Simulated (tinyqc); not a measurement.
# Off-state leakage of single and stacked transistors: effects of single changes

n-channel devices of unit width. Subthreshold current I(Vg, Vs, Vd) = I0 (T/300 K)^0.5 exp[(Vg - Vs - VT(T) - gb (Vs - Vb) + dd (Vd - Vs))/(nf Vt)] (1 - exp(-(Vd - Vs)/Vt)), VT(T) = VT - cT (T - 300 K). Gate-edge tunnelling Ig (Vd/1 V) exp(ag (Vd - 1 V)), for a gate at 0 V, and band-to-band leakage Ab u exp(-Bb/u), u = Vd - Vb + 1 V, flow at a drain held at V; both are taken as independent of T. In a stack of off transistors (all gates at 0 V) the same subthreshold current passes through each.

Values chosen for this exercise; values of the order met in bulk silicon logic transistors:
```
symbol   value       unit                                             meaning
T          358          K                                         temperature
V          1.1          V                                      supply voltage
VT        0.36          V        threshold at 300 K, zero drain and body bias
cT         0.5       mV/K              fall of the threshold with temperature
I0        0.99      uA/um                       current at threshold at 300 K
nf        1.17                                                   slope factor
dd        0.06                                drain-induced lowering per volt
gb         0.2             rise of the threshold per volt of source-body bias
Ig      0.0007      uA/um                 gate-edge tunnelling current at 1 V
ag         4.5        1/V               exponential slope of the gate current
Ab           2  uA/(um V)      prefactor of band-to-band leakage at the drain
Bb          24          V                             its exponential voltage
Vb        -0.6          V                                        body voltage
```

Constants: q = 1.602176634e-19 C, kB = 1.380649e-23 J/K, Vt = kB T/q. Results are converted to the units shown.

Each table varies one quantity; the others keep the values above.

## Subthreshold current against the height of the stack

All n gates at 0 V, bottom source at 0 V, top drain at V; node voltages follow from equal currents.

Results:
columns A: n; B: I (nA/um); C: reduction factor; D: drain voltage of the bottom device (mV); E: source voltage of the top device (mV); F: voltage across the top device (V)
```
A         B      C      D      E      F
1   0.02521  1.000   1100      0  1.100
2  0.003693  6.828  55.03  55.03  1.045
3  0.001938  13.01  19.21  73.50  1.027
4  0.001309  19.27  11.75  84.75  1.015
6  7.910e-4  31.88  6.621  99.17  1.001
```

Estimate the missing row, n = 5.

Computed row:
columns A: n; B: I (nA/um); C: reduction factor; D: drain voltage of the bottom device (mV); E: source voltage of the top device (mV); F: voltage across the top device (V)
```
A         B      C      D      E      F
5  9.864e-4  25.56  8.471  92.85  1.007
```

With this row back in the table: The second transistor cuts the current by a factor of 6.83, the third by a further 1.91 and the sixth by 1.25. The top device keeps 91.0 % of the supply at n = 6, while the drain voltage of the bottom one falls to 0.215 Vt.

## Leakage components against the body voltage

Same model as above.

One transistor with Vg = Vs = 0, Vd = V; stack factor I(one)/I(two in series).

The same in every row: gate edge (nA/um) = 1.208; stack factor = 6.828.

Results:
```
Vb (V)  subthreshold (nA/um)  band-to-band (nA/um)  total (nA/um)  largest part
0.2                    2.122               0.01242          3.342  subthreshold
0                     0.7007               0.04570          1.954     gate edge
-0.2                  0.2313                0.1352          1.574     gate edge
-0.4                 0.07637                0.3386          1.623     gate edge
-0.6                 0.02521                0.7447          1.978     gate edge
-0.8                0.008325                 1.477          2.693  band-to-band
-1                  0.002748                 2.692          3.903  band-to-band
-1.4                2.996e-4                 7.363          8.571  band-to-band
```

Estimate the missing row, Vb = -1.2 V.

Computed row:
```
Vb (V)  subthreshold (nA/um)  band-to-band (nA/um)  total (nA/um)  largest part
-1.2                9.074e-4                 4.582          5.790  band-to-band
```

With this row back in the table: As Vb goes from 0.2 to -1.4, the total leakage goes from 3.34 through a minimum of 1.57 (at Vb = -0.2 among the rows listed) to 8.57 nA/um. The subthreshold part leads at Vb = 0.2, the gate edge part from 0, the band-to-band part from -0.8 on. The exact minimum lies at Vb = -0.268 V: reverse body bias lowers the subthreshold part by a decade every nf Vt ln 10/gb = 0.416 V but raises the band-to-band part. The reduction by a stack of two stays at 6.83, for the subthreshold part alone. For Vb = 0.2 the body is forward biased; the junction current, left out, is still small at this voltage.

Program tinyqc, `OMP_NUM_THREADS=1 python tinyqc.py 2242209 2242210 out.jsonl`; Intel Xeon 2.30GHz, shared host, one thread, about 0.04 s.
